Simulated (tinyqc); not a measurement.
Hole subbands of a hard-walled well, four-band Luttinger model, step by step. Values are carried at full precision from step to step, so a last printed digit may differ when a step is redone from the rounded ones.

Constants: hbar^2/2m0 = 3.80998211 eV angstrom^2.

Inputs chosen for the exercise (near those of GaAs; shifted at random, so the results belong to these values and not to a real crystal): b = -1.95 eV (shear deformation potential); C11 = 120.8 GPa; C12 = 55.8 GPa; e_par = -0.0025 (strain in the plane); g1 = 6.94 (Luttinger gamma1); g2 = 2.05 (gamma2); L = 65 angstrom (well width along [001]); g3 = 2.94 (gamma3); k = 0.0454 1/angstrom (wave vector in the plane); N = 3 (sines for each component); kmax = 0.116 1/angstrom (end of the path).

## Shear strain energy

e_perp = -2 (C12/C11) e_par and Zs = b (e_par - e_perp); Zs > 0 lifts the heavy-hole edge by Zs and lowers the light-hole edge by Zs.

e_perp = 0.00231
shear strain energy Zs = 0.00938 eV

## Levels at k = 0

R and S vanish: HHn = c (g1 - 2 g2)(n pi/L)^2 - Zs and LHn = c (g1 + 2 g2)(n pi/L)^2 + Zs, c = hbar^2/2m0, hole energies counted downwards. Sort HH1 to HH4 and LH1, LH2.

Levels:
```
subband  E (eV)
HH1      0.0159
HH2      0.0917
LH1      0.1076
HH3      0.2181
HH4      0.3950
LH2      0.4024
```

The top subband is HH1, 75.8 meV from HH2.

## The matrix at one k

Hole energies are counted downwards from the unstrained band edge, c = hbar^2/2m0. After the usual block transformation one block is H = [[P + Q - Zs, R - i S], [R + i S, P - Q + Zs]] in (heavy, light), with P +/- Q = c [(g1 +/- g2) k^2 + (g1 -/+ 2 g2) kz^2], R = sqrt(3) c gR k^2, S = 2 sqrt(3) c g3 k kz, kz = -i d/dz; axial approximation gR = (g2 + g3)/2. Zs = b (e_par - e_perp) is the shear part of the strain (the hydrostatic part shifts all levels alike and is left out). Basis sqrt(2/L) sin(n pi z/L), n = 1 to N, for each component: kz^2 gives (n pi/L)^2 and the heavy-light block is R delta_nm - 2 sqrt(3) c g3 k D_nm with D_nm = 4 n m/(L (n^2 - m^2)) for n + m odd, 0 otherwise. The other block has the same levels. The split-off band is left out.

Fill in the 2N x 2N matrix, in meV.

H(k) (meV), rows h1, h2, h3, l1, l2, l3 and columns alike:
```
[[86.50, 0, 0, 33.94, 72.27, 0],
 [0, 162.32, 0, -72.27, 33.94, 130.09],
 [0, 0, 288.71, 0, -130.09, 33.94],
 [33.94, -72.27, 0, 146.04, 0, 0],
 [72.27, 33.94, -130.09, 0, 440.81, 0],
 [0, 130.09, 33.94, 0, 0, 932.10]]
```

## Levels and mixing

Diagonalise; give the four lowest hole energies and the weight of the heavy component (the first half of the basis) in each.

levels (meV): [49.22, 83.49, 219.08, 222.52]

heavy weight: [0.693, 0.760, 0.453, 0.815]

The most mixed of the four is number 3, with 45 % heavy character. Against 60 sines these levels lie 0.6, 0.9, 18.9 and 13.5 meV too high: the small basis lacks the higher sines, which carry the upper levels.

## Dispersion in the plane

N = 20, nine points from 0 to kmax.

Hole energies (meV):
```
k (1/angstrom)      E1      E2      E3      E4  heavy weight of 1  heavy weight of 2
0.0000           15.90   91.73  107.64  218.11              1.000              1.000
0.0145           21.48   79.84  128.02  213.65              0.995              0.652
0.0290           35.60   72.16  162.18  204.88              0.941              0.601
0.0435           47.70   80.26  200.13  203.30              0.719              0.746
0.0580           53.98   99.63  205.93  248.35              0.562              0.789
0.0725           62.28  114.94  220.81  293.52              0.497              0.716
0.0870           74.85  125.62  234.29  335.36              0.459              0.642
0.1015           91.93  136.38  243.01  367.97              0.433              0.590
0.1160          113.38  149.98  250.49  388.08              0.414              0.551
```

At small k the hole energy falls in subbands 2 and 4: an electron-like mass, caused by repulsion from a deeper subband. E2 - E1 is smallest, 32.6 meV, at k = 0.0435 of the points listed. The top subband goes from 1.00 to 0.41 in heavy weight.

## Mass of HH1 in the plane

Second order in k: 1/m = g1 + g2 - sum_n 12 c g3^2 D_1n^2/(LHn - HH1) over even n up to 60, with D_1n = 4n/(L (n^2 - 1)) in size, LHn - HH1 = c [(g1 + 2 g2) n^2 - (g1 - 2 g2)](pi/L)^2 + 2 Zs, c = hbar^2/2m0.

LHn - HH1 for n = 2, 4, 6 (meV): [386.5, 1565.6, 3530.7]
terms for n = 2, 4, 6: [1.7209, 0.0680, 0.0125]
sum of all terms = 1.8086
mass without mixing, 1/(g1 + g2) = 0.1112 m0
1/m with mixing = 7.1814 1/m0

Mixing with the light holes takes m from 0.111 to 0.139 m0.

## Checks

- 1/m of HH1 from the full matrix (N = 60) at small k against second order: both 7.181.
- The 2 x 2 block with gR = g2 (k along [100]) for a plane wave (k, 0, pi/L) against the bulk heavy-hole formula, eV: both 0.02438.
- Lowest level at the given k on a real-space grid of 240 points against 60 sines, eV: both 0.0486.

(tinyqc, `OMP_NUM_THREADS=1 python tinyqc.py 1281768 1281769 out.jsonl`, Intel(R) Xeon(R) Processor @ 2.30GHz, 1 thread, shared host, about 0.2 s.)
